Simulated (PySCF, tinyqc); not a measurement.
Worked calculation: coupled-perturbed Hartree-Fock on RHF in the sto-6g basis, for H6, spin multiplicity 1. The lowest restricted solution is unstable here: a spin-polarised one lies 0.0529 hartree lower (PySCF). Computed by tinyqc, a small Python program that keeps every step (integrals from PySCF). Settings: charge = 0, multiplicity = 1, basis = sto-6g, method = RHF, energy threshold = 1e-10, iteration cap = 62, orthogonalisation = canonical, start = core, DIIS depth = 6. Command: `OMP_NUM_THREADS=1 python tinyqc.py 29058 29059 out.jsonl` (the two numbers bound the seeds that draw the settings). One thread of a shared host (Intel(R) Xeon(R) Processor @ 2.60GHz), about 0.2 s of CPU time with the checks. The early iterations of the SCF are left out here.

## One-electron integrals

Geometry (angstrom):
```
atom         x         y         z
H     0.000000  0.000000  0.000000
H     0.000000  0.000000  1.178000
H     0.000000  0.000000  2.223000
H     0.000000  0.000000  3.400000
H     0.000000  0.000000  4.446000
H     0.000000  0.000000  5.623000
```

Basis sto-6g: exponents (1/bohr^2) and contraction coefficients of normalised primitives:
```
element  l (shell)   exponent  coefficient
H            s (1)  35.523221     0.009164
H            s (1)   6.513144     0.049361
H            s (1)   1.822143     0.168538
H            s (1)   0.625955     0.370563
H            s (1)   0.243077     0.416492
H            s (1)   0.100112     0.130334
```

Overlap, kinetic and nuclear-attraction integrals over the contracted functions; the nuclear repulsion is the sum of Za Zb / Rab.

nuclear repulsion = 4.11839160 hartree

overlap S:
```
          1H 1s     2H 1s     3H 1s     4H 1s     5H 1s     6H 1s
1H 1s  1.000000  0.398605  0.083375  0.010396  0.001303  0.000095
2H 1s  0.398605  1.000000  0.470686  0.083513  0.013295  0.001306
3H 1s  0.083375  0.470686  1.000000  0.399118  0.083375  0.010396
4H 1s  0.010396  0.083513  0.399118  1.000000  0.470117  0.083375
5H 1s  0.001303  0.013295  0.083375  0.470117  1.000000  0.399118
6H 1s  0.000095  0.001306  0.010396  0.083375  0.399118  1.000000
```

kinetic energy T (hartree):
```
           1H 1s      2H 1s      3H 1s      4H 1s      5H 1s      6H 1s
1H 1s   0.768522   0.059334  -0.011965  -0.003235  -0.000592  -0.000059
2H 1s   0.059334   0.768522   0.096344  -0.011969  -0.003923  -0.000593
3H 1s  -0.011965   0.096344   0.768522   0.059570  -0.011965  -0.003235
4H 1s  -0.003235  -0.011969   0.059570   0.768522   0.096020  -0.011965
5H 1s  -0.000592  -0.003923  -0.011965   0.096020   0.768522   0.059570
6H 1s  -0.000059  -0.000593  -0.003235  -0.011965   0.059570   0.768522
```

nuclear attraction V (hartree):
```
           1H 1s      2H 1s      3H 1s      4H 1s      5H 1s      6H 1s
1H 1s  -2.288790  -0.894529  -0.184361  -0.022274  -0.002715  -0.000190
2H 1s  -0.894529  -2.694455  -1.191810  -0.196446  -0.029683  -0.002721
3H 1s  -0.184361  -1.191810  -2.807362  -1.006673  -0.196094  -0.022275
4H 1s  -0.022274  -0.196446  -1.006673  -2.807050  -1.190053  -0.184367
5H 1s  -0.002715  -0.029683  -0.196094  -1.190053  -2.694250  -0.895878
6H 1s  -0.000190  -0.002721  -0.022275  -0.184367  -0.895878  -2.289165
```

core Hamiltonian H = T + V (hartree):
```
           1H 1s      2H 1s      3H 1s      4H 1s      5H 1s      6H 1s
1H 1s  -1.520268  -0.835195  -0.196326  -0.025510  -0.003306  -0.000250
2H 1s  -0.835195  -1.925933  -1.095466  -0.208415  -0.033606  -0.003313
3H 1s  -0.196326  -1.095466  -2.038840  -0.947104  -0.208059  -0.025510
4H 1s  -0.025510  -0.208415  -0.947104  -2.038527  -1.094033  -0.196332
5H 1s  -0.003306  -0.033606  -0.208059  -1.094033  -1.925728  -0.836308
6H 1s  -0.000250  -0.003313  -0.025510  -0.196332  -0.836308  -1.520643
```

## Two-electron integrals

Functions are numbered as in S; the eight-fold symmetry (ij|kl) = (ji|kl) = (kl|ij) leaves the list below.

Two-electron integrals (ij|kl) in chemists' order, unique and non-zero (hartree):
```
(11|11) 0.774999   (21|11) 0.235170   (21|21) 0.097300   (22|11) 0.424014
(22|21) 0.235170   (22|22) 0.774999   (31|11) 0.036555   (31|21) 0.016826
(31|22) 0.047329   (31|31) 0.003374   (32|11) 0.146750   (32|21) 0.082105
(32|22) 0.289225   (32|31) 0.019773   (32|32) 0.140212   (33|11) 0.237676
(33|21) 0.129391   (33|22) 0.463626   (33|31) 0.036555   (33|32) 0.289225
(33|33) 0.774999   (41|11) 0.003484   (41|21) 0.001652   (41|22) 0.004842
(41|31) 0.000360   (41|32) 0.002272   (41|33) 0.004841   (41|41) 0.000043
(42|11) 0.020151   (42|21) 0.010758   (42|22) 0.036625   (42|31) 0.002736
(42|32) 0.019811   (42|33) 0.047416   (42|41) 0.000361   (42|42) 0.003386
(43|11) 0.075765   (43|21) 0.038775   (43|22) 0.129590   (43|31) 0.010754
(43|32) 0.082234   (43|33) 0.235545   (43|41) 0.001654   (43|42) 0.016879
(43|43) 0.097574   (44|11) 0.155638   (44|21) 0.075682   (44|22) 0.237782
(44|31) 0.020123   (44|32) 0.146831   (44|33) 0.424295   (44|41) 0.003484
(44|42) 0.036625   (44|43) 0.235545   (44|44) 0.774999   (51|11) 0.000349
(51|21) 0.000171   (51|22) 0.000516   (51|31) 0.000039   (51|32) 0.000255
(51|33) 0.000571   (51|41) 4.96e-06   (51|42) 0.000044   (51|43) 0.000213
(51|44) 0.000501   (51|51) 6.05e-07   (52|11) 0.002681   (52|21) 0.001385
(52|22) 0.004581   (52|31) 0.000353   (52|32) 0.002529   (52|33) 0.006224
(52|41) 0.000049   (52|42) 0.000470   (52|43) 0.002483   (52|44) 0.006225
(52|51) 0.000006   (52|52) 0.000072   (53|11) 0.013538   (53|21) 0.006684
(53|22) 0.021402   (53|31) 0.001784   (53|32) 0.013107   (53|33) 0.036555
(53|41) 0.000282   (53|42) 0.002854   (53|43) 0.016847   (53|44) 0.047330
(53|51) 0.000039   (53|52) 0.000470   (53|53) 0.003374   (54|11) 0.063641
(54|21) 0.030082   (54|22) 0.091259   (54|31) 0.007671   (54|32) 0.053651
(54|33) 0.146616   (54|41) 0.001283   (54|42) 0.013113   (54|43) 0.082111
(54|44) 0.288787   (54|51) 0.000198   (54|52) 0.002526   (54|53) 0.019750
(54|54) 0.139838   (55|11) 0.119023   (55|21) 0.054946   (55|22) 0.161922
(55|31) 0.013538   (55|32) 0.091352   (55|33) 0.237676   (55|41) 0.002164
(55|42) 0.021432   (55|43) 0.129517   (55|44) 0.463312   (55|51) 0.000349
(55|52) 0.004581   (55|53) 0.036555   (55|54) 0.288787   (55|55) 0.774999
(61|11) 0.000019   (61|21) 0.000010   (61|22) 0.000030   (61|31) 2.37e-06
(61|32) 0.000016   (61|33) 0.000039   (61|41) 3.25e-07   (61|42) 3.01e-06
(61|43) 0.000016   (61|44) 0.000039   (61|51) 4.17e-08   (61|52) 4.62e-07
(61|53) 3.00e-06   (61|54) 0.000016   (61|55) 0.000030   (62|11) 0.000218
(62|21) 0.000109   (62|22) 0.000350   (62|31) 0.000028   (62|32) 0.000198
(62|33) 0.000502   (62|41) 4.05e-06   (62|42) 0.000039   (62|43) 0.000214
(62|44) 0.000572   (62|51) 5.47e-07   (62|52) 0.000006   (62|53) 0.000044
(62|54) 0.000255   (62|55) 0.000517   (62|61) 4.18e-08   (62|62) 6.07e-07
(63|11) 0.001456   (63|21) 0.000699   (63|22) 0.002164   (63|31) 0.000181
(63|32) 0.001285   (63|33) 0.003484   (63|41) 0.000028   (63|42) 0.000282
(63|43) 0.001654   (63|44) 0.004841   (63|51) 4.05e-06   (63|52) 0.000049
(63|53) 0.000360   (63|54) 0.002269   (63|55) 0.004841   (63|61) 3.25e-07
(63|62) 4.97e-06   (63|63) 0.000043   (64|11) 0.009901   (64|21) 0.004580
(64|22) 0.013542   (64|31) 0.001133   (64|32) 0.007681   (64|33) 0.020123
(64|41) 0.000181   (64|42) 0.001787   (64|43) 0.010754   (64|44) 0.036555
(64|51) 0.000028   (64|52) 0.000353   (64|53) 0.002732   (64|54) 0.019750
(64|55) 0.047330   (64|61) 2.37e-06   (64|62) 0.000039   (64|63) 0.000360
(64|64) 0.003374   (65|11) 0.042067   (65|21) 0.019073   (65|22) 0.055023
(65|31) 0.004586   (65|32) 0.030157   (65|33) 0.075765   (65|41) 0.000700
(65|42) 0.006704   (65|43) 0.038815   (65|44) 0.129517   (65|51) 0.000109
(65|52) 0.001387   (65|53) 0.010754   (65|54) 0.082111   (65|55) 0.235545
(65|61) 0.000010   (65|62) 0.000171   (65|63) 0.001654   (65|64) 0.016847
(65|65) 0.097574   (66|11) 0.094109   (66|21) 0.042017   (66|22) 0.119050
(66|31) 0.009901   (66|32) 0.063726   (66|33) 0.155638   (66|41) 0.001456
(66|42) 0.013562   (66|43) 0.075765   (66|44) 0.237676   (66|51) 0.000217
(66|52) 0.002682   (66|53) 0.020123   (66|54) 0.146616   (66|55) 0.424295
(66|61) 0.000019   (66|62) 0.000350   (66|63) 0.003484   (66|64) 0.036555
(66|65) 0.235545   (66|66) 0.774999
```

## Orthogonalisation

S = U s U^T; canonical form X = U s^(-1/2), so that X^T S X = 1. Each column of U has its largest component positive (the first on a tie).

eigenvalues of S: 0.320050  0.461515  0.754510  1.046163  1.512933  1.904830

X:
```
               1          2          3          4          5         6
1H 1s   0.336147  -0.519167   0.610858   0.550998  -0.346993  0.174680
2H 1s  -0.748608   0.797544  -0.294601   0.154548  -0.410890  0.308409
3H 1s   0.943854  -0.419452  -0.450346  -0.388352  -0.202346  0.370115
4H 1s  -0.942722  -0.419476   0.451363  -0.388848   0.202044  0.369947
5H 1s   0.747355   0.798755   0.293720   0.154329   0.411247  0.308176
6H 1s  -0.336127  -0.520823  -0.610422   0.550049   0.347625  0.174740
```

## Starting guess

The start is the orbitals of the core Hamiltonian; D = 2 C_occ C_occ^T.

D at the start:
```
           1H 1s      2H 1s      3H 1s      4H 1s      5H 1s      6H 1s
1H 1s   0.115180   0.338767  -0.150023  -0.232644   0.247752   0.106085
2H 1s   0.338767   1.298595   0.088492  -0.703497   0.419629   0.248441
3H 1s  -0.150023   0.088492   1.182684   0.474039  -0.701727  -0.232650
4H 1s  -0.232644  -0.703497   0.474039   1.185042   0.086553  -0.151077
5H 1s   0.247752   0.419629  -0.701727   0.086553   1.299736   0.340201
6H 1s   0.106085   0.248441  -0.232650  -0.151077   0.340201   0.115982
```

## Iteration 8 (converged): orbitals

converged F (hartree):
```
           1H 1s      2H 1s      3H 1s      4H 1s      5H 1s      6H 1s
1H 1s  -0.197067  -0.397819  -0.118814   0.009847   0.003140  -0.012185
2H 1s  -0.397819  -0.303746  -0.392696  -0.115508  -0.015937   0.003133
3H 1s  -0.118814  -0.392696  -0.306477  -0.394951  -0.115310   0.009787
4H 1s   0.009847  -0.115508  -0.394951  -0.306179  -0.392177  -0.118801
5H 1s   0.003140  -0.015937  -0.115310  -0.392177  -0.303680  -0.398239
6H 1s  -0.012185   0.003133   0.009787  -0.118801  -0.398239  -0.197327
```

Diagonalise F' = X^T F X, C = X C', fill 3 alpha and 3 beta electrons from the bottom; D = 2 C_occ C_occ^T. Each column has its largest component positive (the first on a tie).

F' = X^T F X (hartree):
```
           1          2         3          4          5          6
1   0.816052   0.000098  0.025529   0.000148  -0.032335  -0.000043
2   0.000098   0.473308  0.000023  -0.084037  -0.000040   0.004203
3   0.025529   0.000023  0.131174   0.000131   0.000307   0.000048
4   0.000148  -0.084037  0.000131  -0.273084  -0.000045   0.009642
5  -0.032335  -0.000040  0.000307  -0.000045  -0.491969   0.000025
6  -0.000043   0.004203  0.000048   0.009642   0.000025  -0.610584
```

orbital energies (hartree): MO1 -0.610901, MO2 -0.492769, MO3 -0.282122, MO4 0.130228, MO5 0.482662, MO6 0.817799

coefficients C:
```
            MO1        MO2        MO3        MO4        MO5        MO6
1H 1s  0.161297  -0.339373   0.495260   0.597304  -0.576433   0.366976
2H 1s  0.298750  -0.428689   0.251248  -0.267545   0.776656  -0.748455
3H 1s  0.384321  -0.178287  -0.420713  -0.485629  -0.373154   0.931016
4H 1s  0.383971   0.177975  -0.421317   0.486398  -0.372664  -0.930172
5H 1s  0.298348   0.429302   0.250589   0.266882   0.777495   0.747598
6H 1s  0.161299   0.340243   0.494474  -0.596521  -0.577834  -0.367104
```

D after iteration 8:
```
           1H 1s      2H 1s      3H 1s      4H 1s      5H 1s      6H 1s
1H 1s   0.772946   0.636213  -0.171733  -0.414256   0.053071   0.310881
2H 1s   0.636213   0.672303   0.171084  -0.134879  -0.063891   0.053130
3H 1s  -0.171733   0.171084   0.712977   0.586183  -0.134606  -0.413404
4H 1s  -0.414256  -0.134879   0.586183   0.713234   0.170769  -0.171683
5H 1s   0.053071  -0.063891  -0.134606   0.170769   0.672214   0.636200
6H 1s   0.310881   0.053130  -0.413404  -0.171683   0.636200   0.772574
```

## Convergence

Stop when the energy changes by less than 1e-10 hartree and every element of the error matrix X^T (F D S - S D F) X is below 3e-06.

Course of the cycle:
```
iteration  E (hartree)     change  largest element of the error matrix
1          -2.44523235          -                             6.04e-01
2          -2.99478423  -5.50e-01                             2.07e-01
3          -3.03617731  -4.14e-02                             2.23e-02
4          -3.03717915  -1.00e-03                             5.90e-03
5          -3.03727031  -9.12e-05                             6.34e-04
6          -3.03727063  -3.18e-07                             2.93e-05
7          -3.03727063  -7.69e-10                             5.91e-06
8          -3.03727063  -2.83e-11                             2.31e-07
```

PySCF RHF in the same basis = -3.03727063 hartree

Converged in 8 iterations.

## Populations, bond orders and dipole

Mulliken: Z minus the diagonal of D S on the atom; Loewdin: the same with S^(1/2) D S^(1/2); Mayer order: 2 sum_s sum (D(s) S)_ij (D(s) S)_ji over the two atoms.

Charges (e):
```
atom   Mulliken    Loewdin
1H    -0.008017  -0.017644
2H     0.005617   0.014787
3H     0.002378   0.002859
4H     0.002413   0.002830
5H     0.005589   0.014764
6H    -0.007980  -0.017596
```

Mayer bond orders:
```
pair      order
2-1    0.761089
3-1   -0.001318
3-2    0.233678
4-1    0.152577
4-2   -0.001105
4-3    0.616834
5-1   -0.000429
5-2    0.006735
5-3   -0.001103
5-4    0.233004
6-1    0.088017
6-2   -0.000428
6-3    0.151903
6-4   -0.001317
6-5    0.761761
```

dipole moment about the origin, x y z (debye): 0.000000  0.000000  0.000407

## Integrals over molecular orbitals

(pq|rs) = sum C_ip C_jq C_kr C_ls (ij|kl), one index at a time.

one-electron integrals over orbitals h = C^T H C (hartree):
```
           1          2          3          4          5          6
1  -2.123984   0.000147   0.135759   0.000161  -0.054518  -0.000074
2   0.000147  -1.914569   0.000017  -0.205129  -0.000272  -0.032412
3   0.135759   0.000017  -1.731318   0.000416  -0.164835   0.000083
4   0.000161  -0.205129   0.000416  -1.600409   0.000021   0.138976
5  -0.054518  -0.000272  -0.164835   0.000021  -1.385322   0.000124
6  -0.000074  -0.032412   0.000083   0.138976   0.000124  -1.268531
```

Two-electron integrals over orbitals (pq|rs), unique and non-zero (hartree):
```
(11|11) 0.408730    (21|11) -0.000212   (21|21) 0.136077    (22|11) 0.334697
(22|21) 0.000263    (22|22) 0.356400    (31|11) -0.074906   (31|21) -0.000042
(31|22) 0.019266    (31|31) 0.092874    (32|11) -0.000076   (32|21) 0.087750
(32|22) 0.000279    (32|31) -0.000053   (32|32) 0.115157    (33|11) 0.331955
(33|21) -0.000126   (33|22) 0.323620    (33|31) -0.011634   (33|32) -0.000187
(33|33) 0.346077    (41|11) -0.000122   (41|21) 0.054448    (41|22) -0.000048
(41|31) -0.000062   (41|32) -0.021466   (41|33) 0.000081    (41|41) 0.076763
(42|11) 0.082730    (42|21) -0.000129   (42|22) 0.019037    (42|31) -0.061797
(42|32) -0.000104   (42|33) -0.006809   (42|41) -0.000040   (42|42) 0.089591
(43|11) -0.000112   (43|21) -0.089086   (43|22) -0.000251   (43|31) 0.000232
(43|32) -0.088697   (43|33) 0.000145    (43|41) -0.005753   (43|42) -0.000122
(43|43) 0.125234    (44|11) 0.338949    (44|21) -0.000117   (44|22) 0.329026
(44|31) -0.013170   (44|32) -0.000165   (44|33) 0.343138    (44|41) 0.000056
(44|42) 0.002992    (44|43) 0.000117    (44|44) 0.354043    (51|11) 0.003328
(51|21) 0.000006    (51|22) 0.038043    (51|31) 0.035366    (51|32) -0.000050
(51|33) -0.018558   (51|41) -0.000025   (51|42) 0.023309    (51|43) 2.99e-06
(51|44) -0.011625   (51|51) 0.059412    (52|11) 0.000047    (52|21) 0.050556
(52|22) 0.000097    (52|31) -0.000104   (52|32) 0.003864    (52|33) 1.43e-06
(52|41) 0.048318    (52|42) 0.000132    (52|43) 0.033516    (52|44) 3.24e-06
(52|51) 0.000083    (52|52) 0.086601    (53|11) 0.082951    (53|21) -0.000124
(53|22) 0.018674    (53|31) -0.062775   (53|32) -0.000084   (53|33) 0.000814
(53|41) -0.000041   (53|42) 0.083334    (53|43) -0.000139   (53|44) -0.001575
(53|51) 0.017023    (53|52) 0.000114    (53|53) 0.088719    (54|11) -0.000093
(54|21) 0.091670    (54|22) 0.000265    (54|31) -0.000052   (54|32) 0.110433
(54|33) -0.000198   (54|41) -0.013183   (54|42) -0.000095   (54|43) -0.090404
(54|44) -0.000176   (54|51) -0.000037   (54|52) 0.006425    (54|53) -0.000092
(54|54) 0.117618    (55|11) 0.349851    (55|21) 0.000222    (55|22) 0.364142
(55|31) 0.011334    (55|32) 0.000235    (55|33) 0.337365    (55|41) -0.000039
(55|42) 0.022506    (55|43) -0.000236   (55|44) 0.343925    (55|51) 0.035323
(55|52) 0.000093    (55|53) 0.023198    (55|54) 0.000239    (55|55) 0.387091
(61|11) 0.000060    (61|21) -0.001448   (61|22) 0.000026    (61|31) -0.000067
(61|32) 0.028172    (61|33) -0.000039   (61|41) -0.029163   (61|42) 0.000010
(61|43) 0.038373    (61|44) -0.000033   (61|51) -0.000075   (61|52) 0.039455
(61|53) 0.000005    (61|54) 0.025986    (61|55) 0.000017    (61|61) 0.072318
(62|11) 0.002843    (62|21) 0.000026    (62|22) 0.036875    (62|31) 0.034572
(62|32) -0.000036   (62|33) -0.013847   (62|41) -0.000007   (62|42) 0.018658
(62|43) 3.01e-06    (62|44) -0.015890   (62|51) 0.055244    (62|52) 0.000100
(62|53) 0.020736    (62|54) -0.000037   (62|55) 0.036728    (62|61) -0.000069
(62|62) 0.057654    (63|11) -0.000103   (63|21) 0.053269    (63|22) -0.000028
(63|31) -0.000066   (63|32) -0.016097   (63|33) 0.000076    (63|41) 0.071427
(63|42) -0.000030   (63|43) -0.006051   (63|44) 0.000077    (63|51) -0.000022
(63|52) 0.048376    (63|53) -0.000042   (63|54) -0.016957   (63|55) -0.000036
(63|61) -0.027409   (63|62) -0.000012   (63|63) 0.075433    (64|11) -0.077916
(64|21) -0.000028   (64|22) 0.013690    (64|31) 0.090935    (64|32) -0.000039
(64|33) -0.013539   (64|41) -0.000057   (64|42) -0.064067   (64|43) 0.000230
(64|44) -0.015227   (64|51) 0.033525    (64|52) -0.000104   (64|53) -0.065675
(64|54) -0.000043   (64|55) 0.013838    (64|61) -0.000064   (64|62) 0.034635
(64|63) -0.000067   (64|64) 0.099003    (65|11) -0.000209   (65|21) 0.139518
(65|22) 0.000275    (65|31) -0.000051   (65|32) 0.093758    (65|33) -0.000136
(65|41) 0.054058    (65|42) -0.000129   (65|43) -0.095277   (65|44) -0.000121
(65|51) 4.44e-06    (65|52) 0.052129    (65|53) -0.000128   (65|54) 0.098954
(65|55) 0.000248    (65|61) -0.001130   (65|62) 0.000024    (65|63) 0.057345
(65|64) -0.000039   (65|65) 0.156110    (66|11) 0.432994    (66|21) -0.000196
(66|22) 0.356914    (66|31) -0.078980   (66|32) -0.000070   (66|33) 0.355960
(66|41) -0.000112   (66|42) 0.088426    (66|43) -0.000137   (66|44) 0.364978
(66|51) 0.003738    (66|52) 0.000065    (66|53) 0.091426    (66|54) -0.000086
(66|55) 0.381523    (66|61) 0.000061    (66|62) 0.003916    (66|63) -0.000100
(66|64) -0.087125   (66|65) -0.000208   (66|66) 0.481519
```

## Response to a field: uncoupled start

dipole integrals <a|z|i> (bohr):
```
           i1         i2         i3
a4  -0.180310  -0.001465  -2.995508
a5  -0.000649  -0.332042  -0.001172
a6  -0.052156  -0.000604  -0.203066
```

Field along z; U_ai = -mu_ai / (e_a - e_i), alpha = -4 sum U_ai mu_ai.

uncoupled U:
```
          i1        i2        i3
a4  0.243291  0.002351  7.264493
a5  0.000593  0.340405  0.001532
a6  0.036506  0.000461  0.184619
```

uncoupled polarisability = 87.828574 bohr^3

## Coupled step 1

U_ai = -(mu_ai + sum_bj [4 (ai|bj) - (ab|ij) - (aj|bi)] U_bj) / (e_a - e_i); alpha = -4 sum U_ai mu_ai.

U after step 1:
```
          i1        i2        i3
a4  0.244580  0.004405  6.745330
a5  0.000007  0.788342  0.003152
a6  0.097987  0.000044  0.177908
```

polarisability = 82.211215 bohr^3

## Coupled step 2

As before.

U after step 2:
```
          i1        i2        i3
a4  0.196796  0.003828  6.852447
a5  0.000000  0.807249  0.002574
a6  0.115636  0.000036  0.142762
```

polarisability = 83.460470 bohr^3

## Coupled polarisability

Repeat until U stops changing; compare with -d2E/dF2.

Course of the coupled iterations:
```
step  alpha (bohr^3)
0          87.828574
1          82.211215
2          83.460470
3          83.408841
4          83.443146
5          83.443400
6          83.444537
7          83.444608
8          83.444651
9          83.444656
10         83.444658
11         83.444658
12         83.444658
13         83.444658
14         83.444658
```

coupled polarisability = 83.444658 bohr^3

finite-field check, fields of +/-0.001 au = 83.445158 bohr^3
